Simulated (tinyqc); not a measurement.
Admittance spectroscopy and thermally stimulated current of one trap level in a depletion layer: one step, computed by the program tinyqc. Command: `OMP_NUM_THREADS=1 python tinyqc.py 3113229 3113230 out.jsonl admit walk`. One thread of a shared host (Intel(R) Xeon(R) Processor @ 2.30GHz), about 0.01 s of CPU time with the checks.

A Schottky junction on n-type material holds one donor-like electron trap; shallow donors are fully ionised and abrupt depletion edges are assumed.

Task: Temperature of the peak. N_c = 2 (2 pi m k_B T/h^2)^(3/2), v_th = sqrt(3 k_B T/m), emission rate e_n = sigma v_th N_c exp(-E_t/(k_B T)). Where the level crosses the Fermi level capture equals emission, so the trap follows the signal with the rate 2 e_n; G/omega peaks at omega = 2 e_n (the correction for large N_t/N is left out). Solve 2 e_n(T_p) = 2 pi f.

Inputs (values chosen for the exercise, modelled on n-type GaAs):
```
quantity                         value    unit
density-of-states mass m        0.0652     m_0
shallow doping N               4.2e+16  1/cm^3
trap depth E_t below the band    0.593      eV
capture cross section sigma    4.5e-16    cm^2
test frequency f                 20000      Hz
```

Constants: k_B = 1.380649e-23 J/K; m_0 = 9.1093837015e-31 kg; h = 6.62607015e-34 J s; k_B = 8.617333262e-05 eV/K.

Give: peak temperature T_p; N_c at T_p; e_n at T_p; E_c - E_F = k_B T_p ln(N_c/N).

Result:

peak temperature T_p = 530.7 K

N_c at T_p = 9.829e+17 1/cm^3

e_n at T_p = 62832 1/s

E_c - E_F = k_B T_p ln(N_c/N) = 0.1442 eV
